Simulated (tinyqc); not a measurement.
sp3s* tight binding with spin-orbit coupling: sweeps and comparisons. A value that a table varies takes the place of the one given here.

sp3s* tight binding, nearest neighbours only: anion (a) at 0, cation (c) at a/4 (1,1,1), orbitals s, px, py, pz, s* on each; k in units of 2 pi/a. With phases e_j = exp(i (pi/2) k.n_j) for n = (1,1,1), (1,-1,-1), (-1,1,-1), (-1,-1,1): g0 = (e1+e2+e3+e4)/4, g1 = (e1+e2-e3-e4)/4, g2 = (e1-e2+e3-e4)/4, g3 = (e1-e2-e3+e4)/4. The diagonal holds the levels Esa, Epa, Exa (s*) and Esc, Epc, Exc. Anion-cation block: <sa|sc> = Vss g0; <sa|xc> = Vsapc g1; <xa|sc> = -Vscpa g1; <xa|xc> = Vxx g0; <xa|yc> = <ya|xc> = Vxy g3, <xa|zc> = <za|xc> = Vxy g2, <ya|zc> = <za|yc> = Vxy g1; <s*a|xc> = Vxapc g1; <xa|s*c> = -Vpaxc g1; y and z take g2 and g3 in place of g1; s-s* and s*-s* vanish.

Spin-orbit coupling acts within the p shell of each atom as (D/3) L.sigma, D = Da or Dc: it puts four states at Ep + D/3 and two at Ep - 2D/3.

Values chosen for the exercise (near a published set for Si, fitted to gaps, whose masses and valley positions are rough; spin-orbit coupling, where it is added without a refit, lifts the valence top and shrinks all gaps by about a third of the splitting; not measured data): Esa = -4.227 eV (s level of the anion); Epa = 1.727 eV (p level of the anion); Esc = -4.227 eV (s level of the cation); Epc = 1.727 eV (p level of the cation); Exa = 6.646 eV (s* level of the anion); Exc = 6.646 eV (s* level of the cation); Vss = -8.313 eV (s-s); Vxx = 1.723 eV (px-px); Vxy = 4.548 eV (px-py); Vsapc = 5.731 eV (s anion, p cation); Vscpa = 5.731 eV (s cation, p anion); Vxapc = 5.358 eV (s* anion, p cation); Vpaxc = 5.358 eV (p anion, s* cation); Da = 0.046 eV (atomic spin-orbit splitting, anion); Dc = 0.046 eV (the same, cation); eta = 2 (scaling exponent); D001 = 0.73 (ratio -ezz/exx).

## What the s* orbital does

The s* couplings Vxapc and Vpaxc are scaled by f; f = 0 is the plain sp3 model. Gaps from the top of the valence band at Gamma; the Delta value is the minimum on (x,0,0), 0.5 <= x <= 1.

Gaps (eV):
```
f      Gamma   Delta       L  x of the minimum
0.00  3.4000  4.0817  4.0177             0.500
0.25  3.4000  3.7898  3.8278             0.500
0.50  3.4000  3.1270  3.4032             0.564
0.75  3.4000  2.1711  2.9239             0.700
0.90  3.4000  1.5604  2.6456             0.725
1.00  3.4000  1.1531  2.4690             0.733
1.10  3.4000  0.7487  2.0534             0.737
```

The gap at Gamma stays, since g1 to g3 vanish there. From f = 0 to 1 the s* levels lower the Delta value by 2.929 eV and L by 1.549 eV. For f = 0 and 0.25 the least value lies at x = 0.5, the end of the range: any valley further out lies above that value until s* has lowered it enough. The lowest of the three is Gamma at f = 0 and the Delta line at f = 1.

## Hydrostatic strain (sp3s* tight binding with spin-orbit coupling, strained)

Strain e moves each bond vector to d = (1 + e) d0 (no internal displacement for the diagonal strains used here) and k is given in fractions of the strained reciprocal cell, so the phases stay. Two-centre values Vss_sigma = Vss/4, Vsp_sigma = sqrt3 V/4 for each s-p and s*-p pair, Vpp_sigma = (Vxx + 2 Vxy)/4, Vpp_pi = (Vxx - Vxy)/4 are scaled by (d0/d)^eta and combined with the new direction cosines; the levels on the diagonal stay.

exx = eyy = ezz = e. Gaps as measured from the top of the valence band; the deformation potentials are (gap(0.01) - gap(-0.01))/0.06.

Gaps (eV):
```
e       Gamma   Delta       L  x of the minimum
-0.03  3.6165  1.1716  2.5031             0.722
-0.02  3.5421  1.1656  2.4935             0.726
-0.01  3.4700  1.1594  2.4839             0.729
0.00   3.4000  1.1531  2.4690             0.733
0.01   3.3321  1.1465  2.3666             0.737
0.02   3.2662  1.1397  2.2669             0.740
0.03   3.2022  1.1328  2.1700             0.744
```

gap deformation potentials (eV): Gamma -2.298, Delta -0.216, L -1.955

Per unit of volume strain the gaps move by -2.30 (Gamma), -0.22 (Delta) and -1.95 eV (L). The lowest valley stays the Delta line over the range. These potentials follow from the one exponent eta, which fitted models replace by one for each integral; with it the sizes are rough, the sign for Delta can be wrong (in Si, Ge and the III-V crystals measured values are small and positive), and the pressures at which valleys cross, and which valley takes over, are rough too. A gap of zero, where one is listed, marks an s level that has sunk below the valence top.

## Biaxial strain splits the top of the valence band (sp3s* tight binding, strained)

No spin-orbit coupling; k = 0; exx = eyy = e, ezz = -D001 e. The four bonds keep equal lengths, and the sums over them give Vxx(e) for px and py and Vzz(e) for pz; each level is the lower root of [[Epa, V], [V, Epc]], and the s level the upper root of the s block. The shear potential b follows from E(x,y) - E(z) = 3 b (exx - ezz), taken as the slope between e = -0.005 and 0.005.

Couplings and levels at Gamma (eV):
```
e           ezz  Vxx(e)  Vzz(e)   E(x,y)     E(z)  E(x,y) - E(z) (meV)  upper s level
-0.020   0.0146  1.6439  1.9684   0.0831  -0.2414                324.6         4.2263
-0.010   0.0073  1.6843  1.8441   0.0427  -0.1171                159.8         4.1563
-0.005   0.0037  1.7039  1.7832   0.0231  -0.0562                 79.3         4.1212
0.005   -0.0037  1.7417  1.6637  -0.0147   0.0633                -78.1         4.0508
0.010   -0.0073  1.7600  1.6051  -0.0330   0.1219               -154.9         4.0155
0.020   -0.0146  1.7954  1.4904  -0.0684   0.2366               -304.9         3.9449
```

b = -3.032 eV

Under tension in the plane (e > 0) the bonds tilt towards the plane, Vxx grows to 1.7600 and Vzz falls to 1.6051 eV at e = 0.01, and the pz state forms the top of the valence band, by 154.9 meV; under compression (e = -0.01) the px, py pair does, by 159.8 meV. The slope gives b = -3.03 eV, a rough value, since on-site strain terms are left out (measured values lie near -2 eV).

## What each parameter does

Gaps from the top of the valence band at Gamma; Delta is the minimum on (x,0,0), 0.5 <= x <= 1. A change on one sublattice alone makes the two atoms unequal. Each row changes one parameter from the base and keeps the others.

Results:
```
case              Ev (eV)  gap Gamma (eV)  gap Delta (eV)  gap L (eV)
base               0.0193          3.4000          1.1531      2.4690
Exa = 6.346 eV     0.0193          3.4000          1.0945      2.3627
Vxapc = 5.558 eV   0.0193          3.4000          1.0753      2.3622
Vxy = 4.248 eV     0.0193          3.4000          1.1531      2.3503
Exc = 6.346 eV     0.0193          3.4000          1.0945      2.3627
Vpaxc = 5.658 eV   0.0193          3.4000          1.0350      2.3075
Esc = -4.427 eV    0.0193          3.4000          1.1362      2.3991
```

The largest shifts from the base row, up to three for each result and ties (the steps differ in size, so this ranks the rows, not the parameters). Ev (eV): unchanged at the printed digits by Exa, Vxapc, Vxy, Exc, Vpaxc and Esc. gap Gamma (eV): unchanged at the printed digits by Exa, Vxapc, Vxy, Exc, Vpaxc and Esc. gap Delta (eV): Vpaxc -0.1180, Vxapc -0.0778, Exc -0.0585, Exa -0.0585; unchanged at the printed digits by Vxy. gap L (eV): Vpaxc -0.1615, Vxy -0.1188, Vxapc -0.1068. Exa, Vxapc, Vxy, Exc and Vpaxc cannot move Ev or the gap at Gamma, whose blocks do not hold them; s parameters never move Ev, and move the gap only where the lowest empty level at Gamma is s-like.

Run: tinyqc, `OMP_NUM_THREADS=1 python tinyqc.py 1452026 1452027 out.jsonl`; Intel(R) Xeon(R) Processor @ 2.30GHz, one thread, shared host; about 0.2 s of CPU time with all checks.
